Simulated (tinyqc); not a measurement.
Thin (001) film in sp3s* tight binding with raised dangling bonds: one step. Levels of the small film. Five cases, with inputs chosen for the exercise.

Task: Diagonalise both blocks.

Give: levels of the s, pz, s* block; levels of the u, v block.

Case 1.

s, pz, s* block (eV):
```
           sa1        za1      *a1       sc2       zc2       *c2       sa3       za3       *a3       sc4
sa1    5.80300  -10.00000        0  -4.16400   2.86800         0         0         0         0         0
za1  -10.00000   11.71800        0  -2.86800   0.85900  -2.69300         0         0         0         0
*a1          0          0  6.68200         0   2.69300         0         0         0         0         0
sc2   -4.16400   -2.86800        0  -4.19700         0         0  -4.16400   2.86800         0         0
zc2    2.86800    0.85900  2.69300         0   1.71800         0  -2.86800   0.85900  -2.69300         0
*c2          0   -2.69300        0         0         0   6.68200         0   2.69300         0         0
sa3          0          0        0  -4.16400  -2.86800         0  -4.19700         0         0  -4.16400
za3          0          0        0   2.86800   0.85900   2.69300         0   1.71800         0  -2.86800
*a3          0          0        0         0  -2.69300         0         0         0   6.68200         0
sc4          0          0        0         0         0         0  -4.16400  -2.86800         0   5.80300
zc4          0          0        0         0         0         0   2.86800   0.85900   2.69300  10.00000
*c4          0          0        0         0         0         0         0  -2.69300         0         0

          zc4       *c4
sa1         0         0
za1         0         0
*a1         0         0
sc2         0         0
zc2         0         0
*c2         0         0
sa3   2.86800         0
za3   0.85900  -2.69300
*a3   2.69300         0
sc4  10.00000         0
zc4  11.71800         0
*c4         0   6.68200
```

u, v block (eV):
```
         ua1       va1       uc2       vc2       ua3       va3      uc4       vc4
ua1  1.71800         0   3.14550         0         0         0        0         0
va1        0  21.71800         0  -1.42750         0         0        0         0
uc2  3.14550         0   1.71800         0  -1.42750         0        0         0
vc2        0  -1.42750         0   1.71800         0   3.14550        0         0
ua3        0         0  -1.42750         0   1.71800         0  3.14550         0
va3        0         0         0   3.14550         0   1.71800        0  -1.42750
uc4        0         0         0         0   3.14550         0  1.71800         0
vc4        0         0         0         0         0  -1.42750        0  21.71800
```

Result:

levels of the s, pz, s* block (eV): -11.271  -7.947  -3.313  2.079  2.272  3.889  6.690  6.791  8.933  9.432  19.572  19.683

levels of the u, v block (eV): -2.221  -1.515  -0.794  4.230  4.743  5.657  21.806  21.838

No level lies between 0 and the bulk edge 1.166 eV; confinement has widened the gap at zero in-plane momentum to 2.873 eV.

Case 2.

s, pz, s* block (eV):
```
          sa1       za1      *a1       sc2       zc2       *c2       sa3       za3       *a3       sc4       zc4
sa1  -1.67800  -2.50000        0  -4.13800   2.85950         0         0         0         0         0         0
za1  -2.50000   4.20800        0  -2.85950   0.85400  -2.68650         0         0         0         0         0
*a1         0         0  6.68300         0   2.68650         0         0         0         0         0         0
sc2  -4.13800  -2.85950        0  -4.17800         0         0  -4.13800   2.85950         0         0         0
zc2   2.85950   0.85400  2.68650         0   1.70800         0  -2.85950   0.85400  -2.68650         0         0
*c2         0  -2.68650        0         0         0   6.68300         0   2.68650         0         0         0
sa3         0         0        0  -4.13800  -2.85950         0  -4.17800         0         0  -4.13800   2.85950
za3         0         0        0   2.85950   0.85400   2.68650         0   1.70800         0  -2.85950   0.85400
*a3         0         0        0         0  -2.68650         0         0         0   6.68300         0   2.68650
sc4         0         0        0         0         0         0  -4.13800  -2.85950         0  -4.17800         0
zc4         0         0        0         0         0         0   2.85950   0.85400   2.68650         0   1.70800
*c4         0         0        0         0         0         0         0  -2.68650         0         0         0
sa5         0         0        0         0         0         0         0         0         0  -4.13800  -2.85950
za5         0         0        0         0         0         0         0         0         0   2.85950   0.85400
*a5         0         0        0         0         0         0         0         0         0         0  -2.68650

          *c4       sa5      za5       *a5
sa1         0         0        0         0
za1         0         0        0         0
*a1         0         0        0         0
sc2         0         0        0         0
zc2         0         0        0         0
*c2         0         0        0         0
sa3         0         0        0         0
za3  -2.68650         0        0         0
*a3         0         0        0         0
sc4         0  -4.13800  2.85950         0
zc4         0  -2.85950  0.85400  -2.68650
*c4   6.68300         0  2.68650         0
sa5         0  -1.67800  2.50000         0
za5   2.68650   2.50000  4.20800         0
*a5         0         0        0   6.68300
```

u, v block (eV):
```
         ua1       va1       uc2       vc2       ua3       va3       uc4       vc4       ua5      va5
ua1  1.70800         0   3.13700         0         0         0         0         0         0        0
va1        0   6.70800         0  -1.42900         0         0         0         0         0        0
uc2  3.13700         0   1.70800         0  -1.42900         0         0         0         0        0
vc2        0  -1.42900         0   1.70800         0   3.13700         0         0         0        0
ua3        0         0  -1.42900         0   1.70800         0   3.13700         0         0        0
va3        0         0         0   3.13700         0   1.70800         0  -1.42900         0        0
uc4        0         0         0         0   3.13700         0   1.70800         0  -1.42900        0
vc4        0         0         0         0         0  -1.42900         0   1.70800         0  3.13700
ua5        0         0         0         0         0         0  -1.42900         0   6.70800        0
va5        0         0         0         0         0         0         0   3.13700         0  1.70800
```

Result:

levels of the s, pz, s* block (eV): -11.711  -9.674  -6.677  -2.990  1.784  1.847  3.080  3.095  3.996  4.443  6.683  8.056  8.733  10.044  10.357

levels of the u, v block (eV): -2.271  -2.271  -0.876  -0.876  3.978  3.978  5.435  5.435  7.274  7.274

No level lies between 0 and the bulk edge 1.168 eV; confinement has widened the gap at zero in-plane momentum to 2.660 eV.

Case 3.

s, pz, s* block (eV):
```
           sa1        za1      *a1       sc2       zc2       *c2       sa3       za3       *a3       sc4
sa1    9.09100  -15.00000        0  -3.40600   2.70150         0         0         0         0         0
za1  -15.00000   16.59200        0  -2.70150   0.79600  -2.63450         0         0         0         0
*a1          0          0  6.34200         0   2.63450         0         0         0         0         0
sc2   -3.40600   -2.70150        0  -5.90900         0         0  -3.40600   2.70150         0         0
zc2    2.70150    0.79600  2.63450         0   1.59200         0  -2.70150   0.79600  -2.63450         0
*c2          0   -2.63450        0         0         0   6.34200         0   2.63450         0         0
sa3          0          0        0  -3.40600  -2.70150         0  -5.90900         0         0  -3.40600
za3          0          0        0   2.70150   0.79600   2.63450         0   1.59200         0  -2.70150
*a3          0          0        0         0  -2.63450         0         0         0   6.34200         0
sc4          0          0        0         0         0         0  -3.40600  -2.70150         0   9.09100
zc4          0          0        0         0         0         0   2.70150   0.79600   2.63450  15.00000
*c4          0          0        0         0         0         0         0  -2.63450         0         0

          zc4       *c4
sa1         0         0
za1         0         0
*a1         0         0
sc2         0         0
zc2         0         0
*c2         0         0
sa3   2.70150         0
za3   0.79600  -2.63450
*a3   2.63450         0
sc4  15.00000         0
zc4  16.59200         0
*c4         0   6.34200
```

u, v block (eV):
```
         ua1       va1       uc2       vc2       ua3       va3      uc4       vc4
ua1  1.59200         0   3.26100         0         0         0        0         0
va1        0  31.59200         0  -1.66900         0         0        0         0
uc2  3.26100         0   1.59200         0  -1.66900         0        0         0
vc2        0  -1.66900         0   1.59200         0   3.26100        0         0
ua3        0         0  -1.66900         0   1.59200         0  3.26100         0
va3        0         0         0   3.26100         0   1.59200        0  -1.66900
uc4        0         0         0         0   3.26100         0  1.59200         0
vc4        0         0         0         0         0  -1.66900        0  31.59200
```

Result:

levels of the s, pz, s* block (eV): -11.657  -8.569  -3.712  1.294  1.366  1.908  6.393  6.445  8.611  8.936  28.521  28.563

levels of the u, v block (eV): -2.609  -1.753  -0.940  4.124  4.749  5.793  31.676  31.696

No level lies between 0 and the bulk edge 0.682 eV; confinement has widened the gap at zero in-plane momentum to 2.234 eV.

Case 4.

s, pz, s* block (eV):
```
           sa1        za1      *a1       sc2       zc2       *c2       sa3       za3       *a3       sc4
sa1    5.80800  -10.00000        0  -4.13900   2.85750         0         0         0         0         0
za1  -10.00000   11.72200        0  -2.85750   0.86100  -2.68750         0         0         0         0
*a1          0          0  6.71100         0   2.68750         0         0         0         0         0
sc2   -4.13900   -2.85750        0  -4.19200         0         0  -4.13900   2.85750         0         0
zc2    2.85750    0.86100  2.68750         0   1.72200         0  -2.85750   0.86100  -2.68750         0
*c2          0   -2.68750        0         0         0   6.71100         0   2.68750         0         0
sa3          0          0        0  -4.13900  -2.85750         0  -4.19200         0         0  -4.13900
za3          0          0        0   2.85750   0.86100   2.68750         0   1.72200         0  -2.85750
*a3          0          0        0         0  -2.68750         0         0         0   6.71100         0
sc4          0          0        0         0         0         0  -4.13900  -2.85750         0   5.80800
zc4          0          0        0         0         0         0   2.85750   0.86100   2.68750  10.00000
*c4          0          0        0         0         0         0         0  -2.68750         0         0

          zc4       *c4
sa1         0         0
za1         0         0
*a1         0         0
sc2         0         0
zc2         0         0
*c2         0         0
sa3   2.85750         0
za3   0.86100  -2.68750
*a3   2.68750         0
sc4  10.00000         0
zc4  11.72200         0
*c4         0   6.71100
```

u, v block (eV):
```
         ua1       va1       uc2       vc2       ua3       va3      uc4       vc4
ua1  1.72200         0   3.14650         0         0         0        0         0
va1        0  21.72200         0  -1.42450         0         0        0         0
uc2  3.14650         0   1.72200         0  -1.42450         0        0         0
vc2        0  -1.42450         0   1.72200         0   3.14650        0         0
ua3        0         0  -1.42450         0   1.72200         0  3.14650         0
va3        0         0         0   3.14650         0   1.72200        0  -1.42450
uc4        0         0         0         0   3.14650         0  1.72200         0
vc4        0         0         0         0         0  -1.42450        0  21.72200
```

Result:

levels of the s, pz, s* block (eV): -11.224  -7.918  -3.301  2.092  2.276  3.863  6.718  6.814  8.946  9.437  19.575  19.685

levels of the u, v block (eV): -2.216  -1.512  -0.792  4.236  4.749  5.660  21.809  21.842

No level lies between 0 and the bulk edge 1.181 eV; confinement has widened the gap at zero in-plane momentum to 2.884 eV.

Case 5.

s, pz, s* block (eV):
```
          sa1       za1      *a1       sc2       zc2       *c2       sa3       za3       *a3       sc4      zc4
sa1  -5.95964  -2.50000        0  -6.19550   4.72950         0         0         0         0         0        0
za1  -2.50000   4.61336        0  -4.58500   1.51450  -2.20000         0         0         0         0        0
*a1         0         0  9.67236         0   4.34350         0         0         0         0         0        0
sc2  -6.19550  -4.58500        0  -4.86664         0         0  -6.19550   4.58500         0         0        0
zc2   4.72950   1.51450  4.34350         0   4.34136         0  -4.72950   1.51450  -4.34350         0        0
*c2         0  -2.20000        0         0         0   9.32036         0   2.20000         0         0        0
sa3         0         0        0  -6.19550  -4.72950         0  -8.45964         0         0  -6.19550  4.72950
za3         0         0        0   4.58500   1.51450   2.20000         0   2.11336         0  -4.58500  1.51450
*a3         0         0        0         0  -4.34350         0         0         0   9.67236         0  4.34350
sc4         0         0        0         0         0         0  -6.19550  -4.58500         0  -2.36664  2.50000
zc4         0         0        0         0         0         0   4.72950   1.51450   4.34350   2.50000  6.84136
*c4         0         0        0         0         0         0         0  -2.20000         0         0        0

          *c4
sa1         0
za1         0
*a1         0
sc2         0
zc2         0
*c2         0
sa3         0
za3  -2.20000
*a3         0
sc4         0
zc4         0
*c4   9.32036
```

u, v block (eV):
```
         ua1       va1       uc2       vc2       ua3       va3      uc4       vc4
ua1  2.11336         0   4.47400         0         0         0        0         0
va1        0   7.11336         0  -1.44500         0         0        0         0
uc2  4.47400         0   4.34136         0  -1.44500         0        0         0
vc2        0  -1.44500         0   4.34136         0   4.47400        0         0
ua3        0         0  -1.44500         0   2.11336         0  4.47400         0
va3        0         0         0   4.47400         0   2.11336        0  -1.44500
uc4        0         0         0         0   4.47400         0  4.34136         0
vc4        0         0         0         0         0  -1.44500        0   9.34136
```

Result:

levels of the s, pz, s* block (eV): -17.662  -13.316  -6.437  2.158  3.726  4.986  5.503  6.624  9.705  11.373  11.784  15.799

levels of the u, v block (eV): -2.144  -1.593  -0.742  6.215  7.196  8.374  8.599  9.913

1 level lies between 0 and the bulk edge 2.338 eV: 2.158 eV.

Computed by tinyqc, one run a case: `OMP_NUM_THREADS=1 python tinyqc.py N N+1 out.jsonl` with N = 1481360, 1481721, 1481829, 1481861, 1482245; one thread of a shared Intel(R) Xeon(R) Processor @ 2.30GHz, about 0.4 s a run at most.
